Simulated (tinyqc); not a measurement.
Ion-assisted plasma etching: sheath, surface coverage, synergy and aspect-ratio dependence: one step, computed by the program tinyqc.

Radicals adsorb on bare sites; ions remove covered sites with a high yield and bare sites by sputtering; a slow spontaneous reaction acts everywhere, walls included.

Question. Open-field etch rate. Steady coverage: s G_n (1 - theta) = x Y G_i theta; removal flux = Y G_i theta + Y_p G_i (1 - theta) + k_c G_n; rate = flux/N, 1 cm/s = 6e8 nm/min. Lateral rate = k_c G_n/N; anisotropy = 1 - lateral/vertical; synergy = vertical/(ions alone + radicals alone), with ions alone Y_p G_i/N and radicals alone the lateral rate.

Inputs (values chosen for the exercise, close to those used for silicon dioxide in a fluorocarbon plasma):

| quantity | value | unit |
|---|---|---|
| gas temperature T_g | 400 | K |
| sticking coefficient s | 0.5 | - |
| radicals per removed unit x | 3 | - |
| spontaneous reaction probability k_c | 3.3e-05 | - |
| solid density N | 2.2e+22 | 1/cm^3 |

Feature: round hole.

yield Y = 6.013669

sputter yield Y_p = 0.2371130

ion flux G_i = 2.210698e+16 1/(cm^2 s)

radical flux G_n = 3.189583e+17 1/(cm^2 s)

Give: coverage theta; vertical rate; lateral rate; anisotropy; synergy.

Answer.

coverage theta = 0.28565

vertical rate = 1138.1 nm/min

lateral rate = 0.28706 nm/min

anisotropy = 0.99975

synergy = 7.9450

Ions and radicals both limit the rate.
